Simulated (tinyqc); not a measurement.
Coupled-perturbed Hartree-Fock on RHF in the cc-pvdz basis, for He, spin multiplicity 1, step by step. One step of it, computed by the program tinyqc.

Problem. Integrals over molecular orbitals. (pq|rs) = sum C_ip C_jq C_kr C_ls (ij|kl), one index at a time.

coefficients C:
```
              MO1        MO2       MO3       MO4       MO5
1He 1s   0.592616  -1.149573  0.000000  0.000000  0.000000
1He 2s   0.513027   1.187231  0.000000  0.000000  0.000000
1He 2px  0.000000   0.000000  1.000000  0.000000  0.000000
1He 2py  0.000000   0.000000  0.000000  1.000000  0.000000
1He 2pz  0.000000   0.000000  0.000000  0.000000  1.000000
```

core Hamiltonian H = T + V (hartree), lower triangle:
```
            1He 1s     1He 2s   1He 2px   1He 2py   1He 2pz
1He 1s   -1.880253
1He 2s   -1.545789  -1.294671
1He 2px   0.000000   0.000000  0.784997
1He 2py   0.000000   0.000000  0.000000  0.784997
1He 2pz   0.000000   0.000000  0.000000  0.000000  0.784997
```

Two-electron integrals (ij|kl) in chemists' order, unique and non-zero (hartree):
```
(11|11) 1.543036   (21|11) 0.784979   (21|21) 0.426774   (22|11) 0.803460
(22|21) 0.475908   (22|22) 0.615562   (31|31) 0.177307   (32|31) 0.142524
(32|32) 0.130008   (33|11) 1.099799   (33|21) 0.627782   (33|22) 0.734404
(33|33) 1.040531   (41|41) 0.177307   (42|41) 0.142524   (42|42) 0.130008
(43|43) 0.063706   (44|11) 1.099799   (44|21) 0.627782   (44|22) 0.734404
(44|33) 0.913119   (44|44) 1.040531   (51|51) 0.177307   (52|51) 0.142524
(52|52) 0.130008   (53|53) 0.063706   (54|54) 0.063706   (55|11) 1.099799
(55|21) 0.627782   (55|22) 0.734404   (55|33) 0.913119   (55|44) 0.913119
(55|55) 1.040531
```

Give: one-electron integrals over orbitals h = C^T H C; Two-electron integrals over orbitals.

Solution.

one-electron integrals over orbitals h = C^T H C (hartree), lower triangle:
```
         1        2       3       4       5
1  -1.9410
2   0.3164  -0.0902
3   0.0000   0.0000  0.7850
4   0.0000   0.0000  0.0000  0.7850
5   0.0000   0.0000  0.0000  0.0000  0.7850
```

Two-electron integrals over orbitals (pq|rs), unique and non-zero (hartree):
```
(11|11) 1.0269    (21|11) -0.3164   (21|21) 0.2275    (22|11) 0.8576
(22|21) -0.2552   (22|22) 0.7655    (31|31) 0.1831    (32|31) -0.0254
(32|32) 0.0285    (33|11) 0.9613    (33|21) -0.2305   (33|22) 0.7750
(33|33) 1.0405    (41|41) 0.1831    (42|41) -0.0254   (42|42) 0.0285
(43|43) 0.0637    (44|11) 0.9613    (44|21) -0.2305   (44|22) 0.7750
(44|33) 0.9131    (44|44) 1.0405    (51|51) 0.1831    (52|51) -0.0254
(52|52) 0.0285    (53|53) 0.0637    (54|54) 0.0637    (55|11) 0.9613
(55|21) -0.2305   (55|22) 0.7750    (55|33) 0.9131    (55|44) 0.9131
(55|55) 1.0405
```
